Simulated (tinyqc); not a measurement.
Formation energy of a charged point defect from supercell energies: one step, computed by the program tinyqc. Command: `OMP_NUM_THREADS=1 python tinyqc.py 3029235 3029236 out.jsonl formation walk`. One thread of a shared host (Intel(R) Xeon(R) Processor @ 2.30GHz), about 0.01 s of CPU time with the checks.

The host is a compound AB. Making the defect adds n_A = 0, n_B = -1 atoms to the cell. All total energies are inputs. E_F is counted from the valence-band maximum (VBM); x = 0 is A-rich and x = 1 B-rich growth.

Question. Image-charge corrections. Image-charge correction of a point charge in a neutralising background: E_corr = q^2 alpha e^2/(4 pi eps_0) / (2 eps L), alpha = 2.888462 for a bcc array with L the cube root of the volume.

Inputs (values chosen for the exercise, with gap and screening modelled on AlN): dielectric constant eps = 8.25; cell length L = 9.43 angstrom.

Defect: vacancy of B. Supercell lattice: bcc.

charge states q: [2, 1, 0, -1, -2]

Constants: e^2/(4 pi eps_0) = 14.39964548 eV angstrom.

Give: E_corr.

Answer.

E_corr (eV): (q=+2) 1.069, (q=+1) 0.267, (q=0) 0.000, (q=-1) 0.267, (q=-2) 1.069
